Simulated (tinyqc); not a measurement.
Heisenberg spin cluster by exact diagonalisation: multiplets, susceptibility, level crossings: one step, computed by the program tinyqc. Command: `OMP_NUM_THREADS=1 python tinyqc.py 3004071 3004072 out.jsonl spincl walk`. One thread of a shared host (Intel(R) Xeon(R) Processor @ 2.30GHz), about 0.01 s of CPU time with the checks.

H = J1 sum S_i.S_j over the bonds 1-2, 3-4 + J2 sum over 2-3 - g mu_B B S_z; J > 0 is antiferromagnetic.

Task: The block with S_z = 0. Basis: products of m values. S_i.S_j = m_i m_j on the diagonal and (1/2) sqrt[s(s+1) - m_i(m_i+1)] sqrt[s(s+1) - m_j(m_j-1)], s the spin of a site, between states that differ by one flip up and one down.

Inputs (values chosen for the exercise, for a model cluster): exchange J1 = 1.14 meV; exchange J2 = 0.83 meV.

Cluster: chain of four, J1 outer bonds and J2 in the middle. Spin s of each site: 0.5.

Give: H at B = 0.

Result:

H at B = 0 (meV), lower triangle (symmetric):
```
,+0.5 +0.5 -0.5 -0.5,+0.5 -0.5 +0.5 -0.5,+0.5 -0.5 -0.5 +0.5,-0.5 +0.5 +0.5 -0.5,-0.5 +0.5 -0.5 +0.5,-0.5 -0.5 +0.5 +0.5
+0.5 +0.5 -0.5 -0.5,0.3625
+0.5 -0.5 +0.5 -0.5,0.4150,-0.7775
+0.5 -0.5 -0.5 +0.5,0.0000,0.5700,-0.3625
-0.5 +0.5 +0.5 -0.5,0.0000,0.5700,0.0000,-0.3625
-0.5 +0.5 -0.5 +0.5,0.0000,0.0000,0.5700,0.5700,-0.7775
-0.5 -0.5 +0.5 +0.5,0.0000,0.0000,0.0000,0.0000,0.4150,0.3625
```
